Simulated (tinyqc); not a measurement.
# Trench capacitor in an array: capacitance, non-linearity, leakage and relaxation: effects of single changes

A film between two metal electrodes, each interface adding a series capacitance ci. The small-signal permittivity is ek (1 + aq E^2); the field is found with the linear permittivity. Leakage J = J0 sinh(E/Ef). After a voltage step the film passes a relaxation current kr C V tt^(-nr), tt being the time in seconds. The sidewall is a coaxial capacitor with radii a = dm/2 - t and b = dm/2, depth AR dm; the end face is left out.

Parameters, values chosen for the exercise; permittivity of the order of that of titanium dioxide:
- ek = 80.3 (relative permittivity of the film)
- ci = 40 uF/cm^2 (capacitance of each electrode interface (dead layer and screening))
- aq = 0.021 cm^2/MV^2 (quadratic field coefficient of the permittivity)
- V = 2.4 V (bias)
- J0 = 1e-11 A/cm^2 (leakage prefactor)
- Ef = 0.15 MV/cm (field for an e-fold rise of the leakage)
- dm = 22 nm (diameter of the hole)
- AR = 20 (aspect ratio, depth over diameter)
- pt = 41 nm (pitch of the square array)
- rho = 820 uohm cm (resistivity of the inner electrode)

Constants: eps0 = 8.8541878128e-14 F/cm where lengths are in cm. Results are converted to the units shown.

Each table varies one quantity; the others keep the values above.

## Capacitance, non-linearity and leakage against thickness

Planar film: Cf = eps0 ek/t, 1/C = 1/Cf + 2/ci, EOT = 3.9 eps0/C, effective permittivity C t/eps0, E = (V/t) C/Cf; quadratic coefficient [C(V)/C - 1]/V^2 with Cf (1 + aq E^2) in C(V).

Capacitance, non-linearity and leakage against thickness:
```
t (nm)  C (uF/cm^2)  EOT (nm)  effective permittivity  E (MV/cm)  quadratic coefficient (ppm/V^2)  J (A/cm^2)
9             5.663    0.6098                   57.56      1.912                             9347    1.712e-6
11            4.885    0.7069                   60.69      1.649                             7389    2.972e-7
14            4.050    0.8526                   64.04      1.367                             5392    4.542e-8
18            3.299     1.047                   67.06      1.113                             3758    8.369e-9
23            2.677     1.290                   69.55     0.9038                             2573    2.069e-9
29            2.184     1.581                   71.53     0.7372                             1763   6.814e-10
37            1.753     1.970                   73.26     0.5918                             1164   2.584e-10
47            1.406     2.455                   74.65     0.4747                            763.6   1.182e-10
60            1.119     3.087                   75.81     0.3776                            490.7   6.158e-11
```

What does the table show?

C falls from 5.66 to 1.12 uF/cm^2 while the effective permittivity goes from 57.6 to 75.8 (ek = 80.3). EOT is a straight line in t with slope 3.9/ek = 0.0486 and intercept 0.173 nm. The quadratic coefficient goes as t^(-1.17) between the first two rows and t^(-1.81) between the last two (-2 without interfaces), and J falls by 4.44 decades.

## Cell against the film thickness

Per length 1/c = ln(b/a)/(2 pi eps0 ek) + (1/a + 1/b)/(2 pi ci); cell capacitance c AR dm; per footprint over pt^2; fields c V/(2 pi eps0 ek r) at r = a and b; resistance of the inner electrode rho AR dm/(pi a^2); time constant R C/3 of the distributed line.

Result of one run:
```
t (nm)  cell capacitance (fF)  per footprint (uF/cm^2)  field at a (MV/cm)  field at b (MV/cm)  R (kohm)  R C/3 (ps)
3.1                     2.739                    162.9               4.233               3.040     18.40       16.80
```

What becomes of these results when the film thickness t is changed from 3.1 to 4 nm, all else the same?

Result of the changed run:
```
t (nm)  cell capacitance (fF)  per footprint (uF/cm^2)  field at a (MV/cm)  field at b (MV/cm)  R (kohm)  R C/3 (ps)
4                       2.266                    134.8               3.952               2.515     23.44       17.70
```

The whole series:
```
t (nm)  cell capacitance (fF)  per footprint (uF/cm^2)  field at a (MV/cm)  field at b (MV/cm)  R (kohm)  R C/3 (ps)
1.9                     3.596                    213.9               4.826               3.992     13.87       16.63
2.4                     3.199                    190.3               4.542               3.551     15.53       16.56
3.1                     2.739                    162.9               4.233               3.040     18.40       16.80
4                       2.266                    134.8               3.952               2.515     23.44       17.70
5.1                     1.810                    107.7               3.746               2.009     32.99       19.91
6.6                     1.326                    78.91               3.681               1.472     59.32       26.23
8.5                    0.8349                    49.67               4.078              0.9268     183.8       51.14
```

As t goes from 1.9 to 8.5, the cell capacitance falls from 3.60 to 0.835 fF, the capacitance per footprint falls from 214 to 49.7 uF/cm^2, the ratio of the two fields rises from 1.21 to 4.40 and R C/3 goes from 16.63 through a minimum of 16.56 (at t = 2.4 among the rows listed) to 51.14 ps; the time constant goes as t^(-0.02) between the first two rows and t^(2.64) between the last two.

Program tinyqc, `OMP_NUM_THREADS=1 python tinyqc.py 2102202 2102203 out.jsonl`; Intel Xeon 2.30GHz, shared host, one thread, about 0.01 s.
